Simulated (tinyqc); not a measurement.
Which substrate gives the strongest standing wave: standing waves and exposure in a photoresist film.

Parameters, chosen for this exercise:
```
symbol  value  unit          meaning
lam     248    nm            vacuum wavelength
n1      1.769                resist index
A       0.01   1/micrometre  bleachable absorption (Dill A)
B       0.63   1/micrometre  fixed absorption (Dill B)
```

r12 = (N1 - Ns)/(N1 + Ns) with N1 = n1 + i (A + B) lam/(4 pi), lam in micrometres, and Ns = ns + i ks chosen for the exercise, each substrate thick; contrast 2|r|/(1 + |r|^2); the intensity at the interface relative to the forward wave is |1 + r12|^2.

Cases:
```
case            ns     ks
near polySi  1.686  2.758
near Al      0.189  2.918
near Si      1.561  3.527
near Cu      1.446  1.758
near W       3.432  2.830
```

Rank the cases by |r12|^2, lowest first.

Answer: near Cu, near W, near polySi, near Si, near Al.

Results:
```
case            ns     ks  |r12|^2  contrast  phase (degrees)  |1 + r12|^2
near polySi  1.686  2.758   0.3846     0.896           -127.0        0.638
near Al      0.189  2.918   0.8805     0.998           -117.7        1.008
near Si      1.561  3.527   0.5248     0.950           -133.4        0.530
near Cu      1.446  1.758   0.2339     0.784           -108.4        0.929
near W       3.432  2.830   0.3047     0.846           -149.2        0.356
```

The strongest reflector is the case near Al (0.880) and the weakest near Cu (0.2339). The intensity at the interface depends on the phase too: it is lowest for the case near W (0.356, phase -149 degrees) and highest for near Al (1.008); a strong reflector with a phase of 180 degrees would put a node there.

tinyqc: `OMP_NUM_THREADS=1 python tinyqc.py 1650911 1650912 out.jsonl`; about 0.01 s, one thread, shared Intel(R) Xeon(R) Processor @ 2.30GHz.
